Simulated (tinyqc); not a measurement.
# AlGaN/GaN HEMT with access regions, lumped model: several studies

A polarisation-induced electron sheet under a Schottky gate, in series with two ungated access regions and contacts. Drift law v = mu E/(1 + mu E/vs) under the gate. Currents in mA/mm, resistances in ohm mm. No self-heating, no channel-length modulation; fits for polarisation, barrier and offset are chosen for the exercise.

Parameters, values chosen for the exercise; values close to those of AlGaN/GaN structures:
- x = 0.17 (aluminium share of the barrier)
- d = 25 nm (barrier thickness)
- eps_r = 9.4 (relative permittivity of barrier and channel)
- mu = 1300 cm^2/(V s) (channel mobility)
- vs = 1e7 cm/s (saturation velocity)
- Lg = 0.15 um (gate length)
- Ls = 0.5 um (source access length)
- Ld = 2 um (drain access length)
- Rc = 0.33 ohm mm (resistance of each contact)
- ft = 0 (share of the drain-access electrons removed by traps)
- Vg = 0 V (gate voltage)

Constants: q = 1.602176634e-19 C, eps0 = 8.8541878128e-14 F/cm where lengths are in cm. Results are converted to the units shown.

Each table varies one quantity; the others keep the values above.

## Effect of the aluminium share of the barrier

sigma = (5e13 x + 1.6e13 x^2) cm^-2, phiB = 0.84 + 1.3 x, dEc = 0.7 (1.71 x + x^2) in volts, Cb = eps0 eps_r/d, VT = phiB - dEc - q sigma/Cb, access density n0 = -Cb VT/q. Access resistance R(L, n) = L/(q mu n sqrt(1 - (I/(q n vs))^2)); Rs = Rc + R(Ls, n0), Rd = Rc + R(Ld, (1 - ft) n0). Vg' = Vg - I Rs, Vd' = Vd - I (Rs + Rd); with u = Vg' - VT, Vc = vs Lg/mu and w the smaller of Vd' and Vc [sqrt(1 + 2 u/Vc) - 1] (0 if negative), the channel gives (mu Cb/Lg)(u w - w^2/2)/(1 + w/Vc). I equals that channel current. Isat is I at Vd = 10 V, gm = dIsat/dVg, Ron the limit of Vd/I at small Vd.

Result of one run:

| x | VT (V) | n0 (cm^-2) | Ron (ohm mm) | Isat (mA/mm) | gm (mS/mm) |
|---|---|---|---|---|---|
| 0.17 | -3.476 | 7.223e12 | 2.422 | 734.0 | 220.3 |

What becomes of these results when the aluminium share of the barrier x is changed from 0.17 to 0.12, all else the same?

Result of the changed run:

| x | VT (V) | n0 (cm^-2) | Ron (ohm mm) | Isat (mA/mm) | gm (mS/mm) |
|---|---|---|---|---|---|
| 0.12 | -2.156 | 4.480e12 | 3.500 | 407.7 | 202.2 |

The whole series:

| x | VT (V) | n0 (cm^-2) | Ron (ohm mm) | Isat (mA/mm) | gm (mS/mm) |
|---|---|---|---|---|---|
| 0.12 | -2.156 | 4.480e12 | 3.500 | 407.7 | 202.2 |
| 0.17 | -3.476 | 7.223e12 | 2.422 | 734.0 | 220.3 |
| 0.22 | -4.838 | 1.005e13 | 1.926 | 1086 | 231.2 |
| 0.27 | -6.241 | 1.297e13 | 1.641 | 1457 | 238.7 |
| 0.32 | -7.687 | 1.597e13 | 1.457 | 1846 | 244.3 |
| 0.37 | -9.175 | 1.906e13 | 1.327 | 2252 | 248.8 |
| 0.42 | -10.70 | 2.224e13 | 1.232 | 2672 | 252.5 |

As x goes from 0.12 to 0.42, Ron falls from 3.50 to 1.23 ohm mm, Isat rises from 408 to 2670 mA/mm and gm rises from 202 to 252 mS/mm. VT falls from -2.16 to -10.7 V. For x = 0.17 to 0.42 the power passes 5 W/mm, where self-heating, left out here, lowers the current. At x = 0.42 the barrier is thick and rich enough in aluminium to relax or crack.

## Effect of the gate length

Same model as above.

The same in every row: VT (V) = -3.476; n0 (cm^-2) = 7.223e12.

Effect of the gate length:

| Lg (um) | Ron (ohm mm) | Isat (mA/mm) | gm (mS/mm) |
|---|---|---|---|
| 0.05 | 2.355 | 802.4 | 222.7 |
| 0.09 | 2.382 | 770.0 | 222.2 |
| 0.16 | 2.428 | 728.9 | 219.9 |
| 0.29 | 2.515 | 674.6 | 214.7 |
| 0.52 | 2.668 | 608.6 | 205.4 |
| 0.93 | 2.940 | 530.3 | 191.2 |
| 1.7 | 3.452 | 438.6 | 170.4 |
| 3 | 4.316 | 347.7 | 145.5 |

As Lg goes from 0.05 to 3 um, Ron rises from 2.36 to 4.32 ohm mm, Isat falls from 802 to 348 mA/mm and gm falls from 223 to 145 mS/mm. The ceiling Cb vs is 333 mS/mm. For Lg = 0.05 to 0.93 um the power passes 5 W/mm, where self-heating, left out here, lowers the current.

## Effect of the gate voltage

Same model as above.

The same in every row: VT (V) = -3.476; n0 (cm^-2) = 7.223e12.

Results:

| Vg (V) | Ron (ohm mm) | Isat (mA/mm) | gm (mS/mm) |
|---|---|---|---|
| -3.1 | 3.244 | 51.16 | 181.6 |
| -2.4 | 2.644 | 193.4 | 216.1 |
| -1.8 | 2.529 | 326.2 | 225.3 |
| -1.1 | 2.468 | 485.4 | 228.5 |
| 0.2 | 2.416 | 777.7 | 216.2 |
| 0.8 | 2.403 | 901.9 | 195.2 |
| 1.5 | 2.392 | 1022 | 143.3 |

Estimate the missing row, Vg = -0.5 V.

Computed row:

| Vg (V) | Ron (ohm mm) | Isat (mA/mm) | gm (mS/mm) |
|---|---|---|---|
| -0.5 | 2.438 | 622.1 | 226.5 |

With this row back in the table: As Vg goes from -3.1 to 1.5 V, Ron falls from 3.24 to 2.39 ohm mm, Isat rises from 51.2 to 1020 mA/mm and gm goes from 182 through a maximum of 229 (at Vg = -1.1 V among the rows listed) to 143 mS/mm. The ceiling Cb vs is 333 mS/mm. For Vg = -0.5 to 1.5 V the power passes 5 W/mm, where self-heating, left out here, lowers the current. At Vg = 1.5 V Vg comes within 0.2 V of phiB or passes it, so at low drain current, as for Ron, the Schottky gate would conduct.

Numbers from tinyqc (`OMP_NUM_THREADS=1 python tinyqc.py 2570023 2570024 out.jsonl`; about 0.02 s on one thread of a shared Intel Xeon 2.30GHz).
